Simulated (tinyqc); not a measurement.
Hubbard chain of 2 sites, step by step. One step of it, computed by the program tinyqc.

Task: The many-body Hamiltonian. Basis: all placements (u, d, 2, 0 on each site), up operators ordered before down ones; hops carry the sign of the same-spin electrons passed.

one-body matrix (hopping and site energies) (eV), order 1, 2:
$$\begin{pmatrix}
0.000000 & -0.530000 \\
-0.530000 & 0.000000
\end{pmatrix}$$

U = 4.000000 eV

electrons, up and down: [1, 1]

Give: H.

Result:

H (eV), order 20, ud, du, 02:
$$\begin{pmatrix}
4.0000 & -0.5300 & -0.5300 & 0.0000 \\
-0.5300 & 0.0000 & 0.0000 & -0.5300 \\
-0.5300 & 0.0000 & 0.0000 & -0.5300 \\
0.0000 & -0.5300 & -0.5300 & 4.0000
\end{pmatrix}$$
